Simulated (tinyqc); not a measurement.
From results back to parameters: deformation-potential model of the L valleys of a conduction band. Five cases, with inputs chosen for the exercise.

Problem. An ellipsoidal valley with ml > mt has the density-of-states mass m_d = (ml mt^2)^(1/3) and, averaged over equivalent valleys, the conductivity mass m_c = 3/(1/ml + 2/mt).

Find: K = ml/mt; mt; ml.

Method. With K = ml/mt, m_d/m_c = K^(1/3) (2 + 1/K)/3, which rises steadily for K > 1 and so fixes K; then mt = m_d K^(-1/3) and ml = K mt.

Case 1.

m_d = 0.2260155 m0
m_c = 0.1241969 m0

Solution.

K = ml/mt = 18.800
mt = 0.085 m0
ml = 1.598 m0

Case 2.

m_d = 0.2136216 m0
m_c = 0.1155773 m0

Solution.

K = ml/mt = 19.772
mt = 0.079 m0
ml = 1.562 m0

Case 3.

m_d = 0.2158123 m0
m_c = 0.1183707 m0

Solution.

K = ml/mt = 18.914
mt = 0.081 m0
ml = 1.532 m0

Case 4.

m_d = 0.2208196 m0
m_c = 0.1226250 m0

Solution.

K = ml/mt = 18.167
mt = 0.084 m0
ml = 1.526 m0

Case 5.

m_d = 0.2209612 m0
m_c = 0.1212858 m0

Solution.

K = ml/mt = 18.867
mt = 0.083 m0
ml = 1.566 m0

Computed by tinyqc, one run a case: `OMP_NUM_THREADS=1 python tinyqc.py N N+1 out.jsonl` with N = 1051091, 1051098, 1051164, 1051201, 1051212; one thread of a shared Intel(R) Xeon(R) Processor @ 2.30GHz, about 0.03 s a run at most.
